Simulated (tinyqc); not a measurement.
Changing the uniaxial anisotropy K_u: domain walls in a thin film with perpendicular anisotropy: Bloch, Neel and chiral walls, motion and stripe domains. Computed by tinyqc, a small Python program. Command: `OMP_NUM_THREADS=1 python tinyqc.py 3022942 3022943 out.jsonl mwall sweep`. One thread of a shared host (Intel(R) Xeon(R) Processor @ 2.30GHz), about 0.03 s of CPU time with the checks.

One-dimensional wall: polar angle theta(x), azimuth phi of the moment in the wall (phi = 0 Neel, 90 degrees Bloch). mu_0 = 1.25663706212e-6 T m/A, gamma = 1.76085963023e11 rad/(s T).

Inputs (values chosen for the exercise, for a model film):
```
quantity                      value    unit
saturation magnetisation M_s   1160    kA/m
exchange stiffness A             16    pJ/m
DMI constant D                 0.22  mJ/m^2
thickness t                     1.1      nm
```

Method:
- K_eff = K_u - mu_0 M_s^2/2; Delta = sqrt(A/K_eff); sigma_0 = 4 sqrt(A K_eff); profile theta = 2 arctan exp(x/Delta); quality factor Q = 2 K_u/(mu_0 M_s^2).
- sigma(phi) = sigma_0 + 2 Delta K_D cos^2(phi) - pi D cos(phi), with the wall shape anisotropy K_D = N_x mu_0 M_s^2/2, N_x = t ln 2/(pi Delta). The minimum has cos(phi) = D/D_N for D < D_N = 4 Delta K_D/pi and phi = 0 beyond; sigma turns negative at D_c = (sigma_0 + 2 Delta K_D)/pi.
- Dipolar length l = sigma/(mu_0 M_s^2); for t much smaller than the period the domain width is w = 0.955 t exp(pi l/t) (Kaplan and Gehring), given as log10 of w in nm.

One run for each value; columns: (1) uniaxial anisotropy K_u (kJ/m^3); (2) width parameter Delta (nm); (3) wall energy sigma (mJ/m^2); (4) D_c (mJ/m^2); (5) log10 of the domain width in nm; (6) K_eff (kJ/m^3):
```
(1)     (2)    (3)    (4)    (5)   (6)
885   20.12   2.89  1.143   2.14    40
1030   9.31   6.58  2.318   4.85   185
1180   6.92   8.96  3.076   6.60   335
1320   5.81  10.73  3.639   7.89   475
1470   5.06  12.35  4.155   9.08   625
1610   4.57  13.70  4.584  10.07   765
1760   4.18  15.01  5.001  11.03   915
1900   3.90  16.14  5.361  11.86  1055
2050   3.64  17.27  5.720  12.69  1205
```

What does the table show?

Over the rows, width parameter Delta (nm) falls from 20.1 to 3.64 (exponent d ln y / d ln x -5.1 between the first rows and -0.88 between the last); wall energy sigma (mJ/m^2) rises from 2.89 to 17.3 (exponent d ln y / d ln x 5.4 between the first rows and 0.89 between the last); D_c (mJ/m^2) rises from 1.14 to 5.72 (exponent d ln y / d ln x 4.7 between the first rows and 0.85 between the last).

Caution (rows 885): the domains are not wide against the wall, so the thin-wall formula fails.

Extremes, crossings and ranges named in words are read from the listed rows.
